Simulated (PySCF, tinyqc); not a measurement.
Inside a calculation. Method: RHF in the 6-31g basis, for H4, spin multiplicity 1. The lowest restricted solution is unstable here: a spin-polarised one lies 0.0866 hartree lower (PySCF). One step of it, computed by the program tinyqc.

Problem. Iteration 1: diagonalisation and new density. Diagonalise F' = X^T F X, C = X C', fill 2 alpha and 2 beta electrons from the bottom; D = 2 C_occ C_occ^T; the new density keeps 0.7 of the old one (damping). Each column has its largest component positive (the first on a tie).

Fock matrix F (hartree), lower triangle:
```
,1H 1s,1H 2s,2H 1s,2H 2s,3H 1s,3H 2s,4H 1s,4H 2s
1H 1s,0.194324
1H 2s,-0.301142,-0.158034
2H 1s,-0.096916,-0.172578,0.194324
2H 2s,-0.172578,-0.173463,-0.301142,-0.158034
3H 1s,-0.020088,-0.082264,-0.005713,-0.039100,0.194324
3H 2s,-0.082264,-0.101237,-0.039100,-0.078025,-0.301142,-0.158034
4H 1s,-0.005713,-0.039100,-0.020088,-0.082264,-0.096916,-0.172578,0.194324
4H 2s,-0.039100,-0.078025,-0.082264,-0.101237,-0.172578,-0.173463,-0.301142,-0.158034
```

X, lower triangle:
```
,1H 1s,1H 2s,2H 1s,2H 2s,3H 1s,3H 2s,4H 1s,4H 2s
1H 1s,1.260750
1H 2s,-0.514060,1.437825
2H 1s,0.025431,0.036482,1.260750
2H 2s,0.036482,-0.355504,-0.514060,1.437825
3H 1s,-0.009255,0.055941,-0.004286,0.001430,1.260750
3H 2s,0.055941,-0.216678,0.001430,0.050112,-0.514060,1.437825
4H 1s,-0.004286,0.001430,-0.009255,0.055941,0.025431,0.036482,1.260750
4H 2s,0.001430,0.050112,0.055941,-0.216678,0.036482,-0.355504,-0.514060,1.437825
```

D at the start, lower triangle:
```
,1H 1s,1H 2s,2H 1s,2H 2s,3H 1s,3H 2s,4H 1s,4H 2s
1H 1s,0.273653
1H 2s,0.296118,0.321474
2H 1s,-0.008842,0.003473,0.273653
2H 2s,0.003473,0.018188,0.296118,0.321474
3H 1s,-0.005164,0.004233,-0.001271,0.002300,0.273653
3H 2s,0.004233,0.015611,0.002300,0.007427,0.296118,0.321474
4H 1s,-0.001271,0.002300,-0.005164,0.004233,-0.008842,0.003473,0.273653
4H 2s,0.002300,0.007427,0.004233,0.015611,0.003473,0.018188,0.296118,0.321474
```

overlap S, lower triangle:
```
,1H 1s,1H 2s,2H 1s,2H 2s,3H 1s,3H 2s,4H 1s,4H 2s
1H 1s,1.000000
1H 2s,0.658292,1.000000
2H 1s,0.035386,0.193252,1.000000
2H 2s,0.193252,0.470978,0.658292,1.000000
3H 1s,0.002680,0.068601,0.000134,0.020285,1.000000
3H 2s,0.068601,0.248770,0.020285,0.117165,0.658292,1.000000
4H 1s,0.000134,0.020285,0.002680,0.068601,0.035386,0.193252,1.000000
4H 2s,0.020285,0.117165,0.068601,0.248770,0.193252,0.470978,0.658292,1.000000
```

Give: F' = X^T F X; orbital energies; coefficients C; D after iteration 1.

Solution.

F' = X^T F X (hartree), lower triangle:
```
,1,2,3,4,5,6,7,8
1,0.639
2,-0.588,0.277
3,0.019,-0.061,0.639
4,-0.061,-0.122,-0.588,0.277
5,0.006,0.004,-0.002,0.004,0.639
6,0.004,-0.101,0.004,-0.012,-0.588,0.277
7,-0.002,0.004,0.006,0.004,0.019,-0.061,0.639
8,0.004,-0.012,0.004,-0.101,-0.061,-0.122,-0.588,0.277
```

orbital energies (hartree): MO1 -0.359, MO2 -0.223, MO3 -0.083, MO4 0.020, MO5 1.020, MO6 1.064, MO7 1.081, MO8 1.146

coefficients C:
```
,MO1,MO2,MO3,MO4,MO5,MO6,MO7,MO8
1H 1s,0.160,0.175,0.168,0.186,-0.642,0.651,-0.664,0.681
1H 2s,0.276,0.340,0.464,0.569,0.655,-0.421,0.911,-0.588
2H 1s,0.160,0.175,-0.168,-0.186,0.642,0.651,0.664,0.681
2H 2s,0.276,0.340,-0.464,-0.569,-0.655,-0.421,-0.911,-0.588
3H 1s,0.160,-0.175,0.168,-0.186,-0.642,0.651,0.664,-0.681
3H 2s,0.276,-0.340,0.464,-0.569,0.655,-0.421,-0.911,0.588
4H 1s,0.160,-0.175,-0.168,0.186,0.642,0.651,-0.664,-0.681
4H 2s,0.276,-0.340,-0.464,0.569,-0.655,-0.421,0.911,0.588
```

D after iteration 1, lower triangle:
```
,1H 1s,1H 2s,2H 1s,2H 2s,3H 1s,3H 2s,4H 1s,4H 2s
1H 1s,0.225
1H 2s,0.270,0.340
2H 1s,0.028,0.065,0.225
2H 2s,0.065,0.128,0.270,0.340
3H 1s,-0.007,-0.006,-0.004,-0.008,0.225
3H 2s,-0.006,-0.012,-0.008,-0.018,0.270,0.340
4H 1s,-0.004,-0.008,-0.007,-0.006,0.028,0.065,0.225
4H 2s,-0.008,-0.018,-0.006,-0.012,0.065,0.128,0.270,0.340
```
